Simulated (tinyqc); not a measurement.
Three programmes: liquidus of a compound AB in a simple-solution melt, liquid-phase epitaxy and vapour pressures. Computed by tinyqc, a small Python program. Command: `OMP_NUM_THREADS=1 python tinyqc.py 3026390 3026391 out.jsonl liq35 walk`. One thread of a shared host (Intel(R) Xeon(R) Processor @ 2.30GHz), about 0.03 s of CPU time with the checks.

x is the atom fraction of B in the melt. The melt is a simple solution: R T ln gamma_B = W (1 - x)^2, R T ln gamma_A = W x^2, W = a + b T. The solid AB is stoichiometric.

Inputs (values chosen for the exercise, for a model compound): melting point T_F = 1528 K; entropy of fusion S_F = 68.8 J/(mol K); interaction a = 16.7 kJ/mol; interaction slope b = -33.3 J/(mol K); saturation temperature T = 1036 K; step dT = 2.6 K; cooling rate c = 0.42 K/min; diffusivity in the melt D = 3.5e-05 cm^2/s; molar volume of the melt V_L = 12.2 cm^3/mol; lattice constant a0 = 5.653 angstrom; melt depth w = 3.2 mm.

Constants: R = 8.314462618 J/(mol K); N_A = 6.02214076e+23 1/mol; k_B = 8.617333262e-05 eV/K.

Method:
- Liquidus (Vieland): f(x) = R T ln[4 x (1 - x)] + 2 W (1/2 - x)^2 + S_F (T_F - T) = 0.
- Newton steps with f' = (1 - 2x)[R T/(x (1 - x)) - 2 W], from the dilute estimate x = (1/4) exp[-(S_F (T_F - T) + W/2)/(R T)]; stop below 1e-13; f under 1e-6 shown as 0.
- dx/dT = -(df/dT)/f', df/dT = R ln[4 x (1 - x)] + 2 b (1/2 - x)^2 - S_F, f' = (1 - 2x)[R T/(x (1 - x)) - 2 W]. Concentrations: C_L = x N_A/V_L in the melt, C_S = 4/a0^3 in the solid; m = dT/dC_L.
- Semi-infinite melt (Hsieh): step d = 2 dT sqrt(D t/pi)/(C_S m); ramp d = (4/3) c sqrt(D/pi) t^(3/2)/(C_S m); supercooling is their sum. A melt of depth w can give at most w (undercooling)/(C_S m).

C_S = 2.21423e+22 1/cm^3

slope m = 1.25490e-19 K cm^3

dx/dT = 1.61436e-04 1/K

solubility x = 0.0132529

Thickness (micrometre):
```
t (min)    step        ramp  supercooling  sqrt(D t) (mm)
0.2      0.2164  4.6605e-03        0.2210          0.2049
0.5      0.3421  1.8422e-02        0.3606          0.3240
1.0      0.4838  5.2107e-02        0.5360          0.4583
2.0      0.6843  1.4738e-01        0.8316          0.6481
5.0      1.0819  5.8257e-01        1.6645          1.0247
10.0     1.5301  1.6478e+00        3.1778          1.4491
20.0     2.1638  4.6605e+00        6.8244          2.0494
```

What follows from these numbers?

Step cooling goes as t^(1/2), ramp cooling as t^(3/2); they are equal at t = 3 dT/(2 c) = 9.29 min. The local exponent of their sum runs from 0.53 to 1.10. Rows with sqrt(D t) above about half the depth of 3.2 mm are overestimates.
